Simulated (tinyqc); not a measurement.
## MESFET, gradual channel with velocity saturation: depletion, velocity and field along the channel

A uniformly doped n-type channel, depleted from the top by a Schottky gate; at channel potential V the depleted share of a is u = sqrt((Vbi - Vg + V)/Vp), s at the source. Electrons drift with v = mu E/(1 + mu E/vsat). Abrupt depletion edge, no series resistance, source at 0.

Vbi = phiB - Vt ln(Nc/Nd); Vp = q Nd a^2/(2 eps0 eps_r); G0 = q mu Nd a W/L; Z = mu Vp/(vsat L); s = sqrt((Vbi - Vg)/Vp). I = (G0 Vp/3) F/(1 + Z (u^2 - s^2)), F = 3 (u^2 - s^2) - 2 (u^3 - s^3), with u at V = Vd; Z = 0 gives constant mobility, for which u stops at 1. At channel potential V: y/L = (G0 Vp/3) F(u)/I - Z V/Vp, v = vsat I Z/(G0 Vp (1 - u)), E = (vsat/mu) w/(1 - w) with w = v/vsat.

Parameters, values chosen for the exercise; material values close to those of gallium arsenide: temperature T = 300 K; relative permittivity of the semiconductor eps_r = 13; conduction-band density of states at T Nc = 4.39e17 cm^-3; donor density of the channel Nd = 2.4e17 cm^-3; channel thickness a = 140 nm; low-field mobility at this doping mu = 3500 cm^2/(V s); saturation velocity vsat = 8.2e6 cm/s; gate length L = 1 um; gate width W = 200 um; Schottky barrier phiB = 0.62 V; gate voltage Vg = -1.2 V; drain voltage Vd = 0.32 V.

Constants: q = 1.602176634e-19 C, kB = 1.380649e-23 J/K, Vt = kB T/q, eps0 = 8.8541878128e-14 F/cm where lengths are in cm. Results are converted to the units shown.

Along the channel:
```
V (V)        u    y/L  v (cm/s)  E (kV/cm)
0       0.7424  0.000   4.146e6      2.396
0.0533  0.7533  0.213   4.329e6      2.620
0.1067  0.7640  0.407   4.526e6      2.886
0.16    0.7746  0.583   4.739e6      3.207
0.2133  0.7851  0.740   4.969e6      3.602
0.2667  0.7954  0.879   5.219e6      4.102
0.32    0.8055  1.000   5.492e6      4.752
```

From source to drain the open share 1 - u falls from 0.258 to 0.194, so the velocity rises by a factor of 1.32, to 0.670 vsat, and the field by 1.98. Half of Vd drops over the last 42 % of the gate length.

Computed by the program tinyqc: `OMP_NUM_THREADS=1 python tinyqc.py 2500107 2500108 out.jsonl`, one thread of a shared Intel Xeon 2.30GHz, about 0.07 s for the whole run.
